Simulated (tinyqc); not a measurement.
## Conductivities from two wire lengths

Inverse problem. A wire with uniform heating p0 per length and ends at the substrate temperature has theta(L/2) = (p0/g)[1 - 1/cosh(L/(2 LH))], LH = sqrt(kap A/g). Find LH, g and kap.

Parameters, values chosen for the exercise:
- A = 880 nm^2 (cross-section)
- p0 = 0.072 uW/nm (heating per length)

theta at the middle for L = 220 and 440 nm (K): 31.793861  66.619750

Answer. With c = cosh(L1/(2 LH)) the longer wire has 2 c^2 - 1. The ratio of the two rises falls steadily from 4 to 1 as c grows, so it fixes c; g and kap follow.

LH = 110.7 nm
g = 0.7900 W/(m K)
kap = 11.00 W/(m K)

Numbers from tinyqc (`OMP_NUM_THREADS=1 python tinyqc.py 2520117 2520118 out.jsonl`; about 0.01 s on one thread of a shared Intel Xeon 2.30GHz).
